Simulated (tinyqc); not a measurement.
Read current of a NAND string, cells in series solved by shooting: one step of the calculation.

Cells in series, numbered from 0 at the source line (0 V) to the bit line, each followed by a gap resistance Rg. A cell with gate Vg, threshold VT, source Vs and drain Vd passes I = 2 nf K Vt^2 [F(Vs) - F(Vd)]/(1 + th max(Vg - VT, 0)), F(V) = ln^2(1 + exp((Vg - VT - nf V)/(2 nf Vt))). The selected cell has Vg = Vr, the others Vg = Vp.

Task. Node voltages for a trial current. For a trial current I start at 0 V and, cell by cell (the selected one is cell 3), solve for the drain: sqrt(F(Vd)) = sqrt(F(Vs) - I/k), k = 2 nf K Vt^2/(1 + th max(Vg - VT, 0)), Vd = [Vg - VT - 2 nf Vt ln(exp(sqrt F) - 1)]/nf, then add I Rg.

Inputs (values chosen for the exercise); values of the order met in vertical NAND strings: temperature T = 300 K; gain factor of a cell K = 6.2 uA/V^2; slope factor nf = 1.8; mobility reduction factor th = 0.11 1/V; resistance of the gap between cells Rg = 17 kohm; bit-line voltage Vbl = 0.3 V; pass voltage Vp = 8 V; read voltage on the selected word line Vr = 4.02 V.

Constants: q = 1.602176634e-19 C, kB = 1.380649e-23 J/K, Vt = kB T/q. Results are converted to the units shown.

second trial current = 0.49 uA
thresholds from the source end, cell 0 to 3 (V): [4.2, 4.2, 4.2, 3]

Give: node voltage after each cell and gap, trial 2.

Result.

node voltage after each cell and gap, trial 2, cell 0 to 3 (V): [0.038030, 0.076614, 0.11578, 0.25007]

Computed by the program tinyqc: `OMP_NUM_THREADS=1 python tinyqc.py 2142225 2142226 out.jsonl`, one thread of a shared Intel Xeon 2.30GHz, about 0.4 s for the whole run.
